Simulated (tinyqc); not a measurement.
Capacitance measurement on a leaky thin oxide: effects of series resistance and leakage: one step of the calculation.

The device is a capacitance C in parallel with a leakage conductance G, in series with Rs and Ls. An impedance meter reports either a parallel pair (Cp, Gp) from Y = 1/Z = Gp + i w Cp or a series pair (Cs, Rm) from Z = Rm + 1/(i w Cs); w = 2 pi f, dissipation D = Gp/(w |Cp|).

Task. True capacitance and conductance. EOT = 3.9 tox/eox; CET = EOT + zc + zp; C = 3.9 eps0 A/CET; G = Jg A/Vs.

Parameters, values chosen for the exercise; values of the order met in thin-oxide MOS capacitors:

| symbol | value | unit | meaning |
|---|---|---|---|
| eox | 3.9 |  | relative permittivity of the gate insulator (close to silicon dioxide) |
| tox | 1.9 | nm | insulator thickness |
| A | 2500 | um^2 | gate area |
| zc | 0.28 | nm | oxide-equivalent thickness added by the accumulation layer |
| zp | 0 | nm | oxide-equivalent thickness added by gate depletion |
| Jg | 7.4 | A/cm^2 | gate leakage current density, not matched to the thickness |
| Vs | 0.17 | V | voltage for an e-fold rise of the leakage |

Constants: eps0 = 8.8541878128e-14 F/cm where lengths are in cm. Results are converted to the units shown.

Find: EOT; CET; C; G.

Result.

EOT = 1.900 nm
CET = 2.180 nm
C = 39.60 pF
G = 1088 uS

Program tinyqc, `OMP_NUM_THREADS=1 python tinyqc.py 2022148 2022149 out.jsonl`; Intel Xeon 2.30GHz, shared host, one thread, about 0.01 s.
